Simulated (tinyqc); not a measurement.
Contact transmission and back-scattering length from two lengths.

Problem. A channel with M modes has R = RQ (2/tc - 1 + L/lam), RQ = (h/2q^2)/M. Find lam and tc.

Constants: q = 1.602176634e-19 C, h = 6.62607015e-34 J s. Results are converted to the units shown.

R at L = 15 and 120 nm (ohm um): 117.16352  351.86729
M = 192.46564 1/um

Answer. The slope is RQ/lam and the intercept RQ (2/tc - 1).

lam = 30.0 nm
tc = 0.890

Numbers from tinyqc (`OMP_NUM_THREADS=1 python tinyqc.py 2760104 2760105 out.jsonl`; about 0.01 s on one thread of a shared Intel Xeon 2.30GHz).
